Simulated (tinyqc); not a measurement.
G0W0 on RHF in the sto-3g basis, for H3+, spin multiplicity 1, step by step. One step of it, computed by the program tinyqc.

Task: Screening: direct RPA. With D = e_a - e_i and K = (ia|jb): diagonalise D^(1/2) (D + 4K) D^(1/2) = Z w^2 Z^T; X + Y = D^(1/2) Z w^(-1/2), each column of Z with its largest component positive (the first on a tie); E_c = (sum w - tr (D + 2K)) / 2.

orbital energies (hartree): MO1 -0.976066, MO2 -0.165825, MO3 -0.104773

Two-electron integrals over orbitals (pq|rs), unique and non-zero (hartree):
```
(11|11) 0.535617    (21|11) -0.010697   (21|21) 0.145885    (22|11) 0.518175
(22|21) 0.106392    (22|22) 0.622697    (31|31) 0.147783    (32|31) -0.100570
(32|32) 0.075236    (33|11) 0.532244    (33|21) -0.109355   (33|22) 0.447452
(33|33) 0.626172
```

Give: D^(1/2) (D + 4K) D^(1/2); excitation energies w; X + Y; RPA correlation energy.

Result:

D^(1/2) (D + 4K) D^(1/2) (hartree^2), order 1>2, 1>3:
$$\begin{pmatrix}
1.129 & 0.000 \\
0.000 & 1.274
\end{pmatrix}$$

excitation energies w (hartree): [1.063, 1.129]

X + Y, order 1>2, 1>3:
$$\begin{pmatrix}
0.873 & 0.000 \\
0.000 & 0.879
\end{pmatrix}$$

RPA correlation energy = -0.03869 hartree
